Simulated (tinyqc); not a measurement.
# Thickness at a fixed rate of defect growth

Model: time-dependent dielectric breakdown: cell percolation, Weibull statistics, area scaling and voltage extrapolation. Computed by tinyqc, a small Python program. Command: `OMP_NUM_THREADS=1 python tinyqc.py 3014516 3014517 out.jsonl tddb sweep`. One thread of a shared host (Intel(R) Xeon(R) Processor @ 2.30GHz), about 0.01 s of CPU time with the checks.

The oxide is divided into columns of area a^2, each holding m = t_ox/a cells (m is taken as continuous). A share lambda(t) = (t/t_1)^alpha of the cells is defective, and a column whose cells are all defective breaks down.

Inputs (values chosen for the exercise, for a model gate oxide):
```
quantity                                                   value  unit
defect cell size a                                           1.4    nm
exponent alpha of defect growth                              0.9     -
time t_1 at which the occupied share would reach 1       3.1e+06     s
test area A                                                 2000  um^2
product area A_u                                           1e+06  um^2
stress voltage V                                            4.04     V
use voltage V_u                                              2.4     V
local exponent n = -d ln t/d ln V at the stress voltage       38     -
activation energy E_a                                       0.69    eV
stress temperature T                                         140     C
use temperature T_u                                          100     C
allowed failure fraction F                                 1e-06     -
```

Voltage law used: E.

Constants: k_B = 8.617333262e-05 eV/K.

Method:
- Failure fraction F = 1 - (1 - lambda^m)^N with N = A/a^2 columns, which for small lambda^m is 1 - exp(-(t/t63)^beta) with beta = alpha m and t63 = t_1 N^(-1/beta); critical share lambda(t63) = N^(-1/m). 1 um^2 = 1e6 nm^2.
- All three voltage laws share the slope n at the stress voltage. Factor t(V_u)/t(V): E law exp(n (1 - V_u/V)); 1/E law exp(n (V/V_u - 1)); power law (V/V_u)^n.
- Temperatures in kelvin are T(C) + 273.15.
- Temperature factor exp[(E_a/k_B)(1/T_u - 1/T)]; area factor (A/A_u)^(1/beta); percentile factor (-ln(1 - F))^(1/beta); life = t63 x all four; 1 year = 3.15576e7 s.

One run for each value; columns: (1) oxide thickness t_ox (nm); (2) Weibull slope beta; (3) characteristic life t63 (s); (4) area factor; (5) percentile factor; (6) critical share of defective cells:
```
(1)     (2)         (3)      (4)         (5)         (6)
1.9  1.2214  1.3054e-01  0.00617  1.2238e-05  2.3012e-07
2.6  1.6714  1.2633e+01  0.02428  2.5719e-04  1.4097e-05
3.4  2.1857  2.3426e+02  0.05823  1.7985e-03  1.9521e-04
4.1  2.6357  1.1841e+03  0.09462  5.2915e-03  8.3914e-04
4.8  3.0857  3.7312e+03  0.13345  1.1365e-02  2.3574e-03
5.5  3.5357  8.7786e+03  0.17245  2.0092e-02  5.0916e-03
6.3  4.0500  1.8492e+04  0.21557  3.3000e-02  9.9552e-03
7.0  4.5000  3.0861e+04  0.25132  4.6416e-02  1.5785e-02
```

Describe and explain the trends.

Over the rows, Weibull slope beta rises from 1.22 to 4.50 (exponent d ln y / d ln x about 1.0 throughout); characteristic life t63 (s) rises from 0.131 to 30900 (exponent d ln y / d ln x 15 between the first rows and 4.9 between the last); area factor rises from 0.00617 to 0.251 (exponent d ln y / d ln x 4.4 between the first rows and 1.5 between the last). The exponent of Weibull slope beta stays at 1: beta = alpha t_ox/a. A thinner oxide loses twice: it breaks at a lower defect share, and its small slope makes the area and percentile factors more punishing. Left out: 1.20 (the oxide is thinner than one cell or the slope is too small).

Caution (all rows): t_1 is an input here; in a real oxide it changes with thickness at fixed voltage.
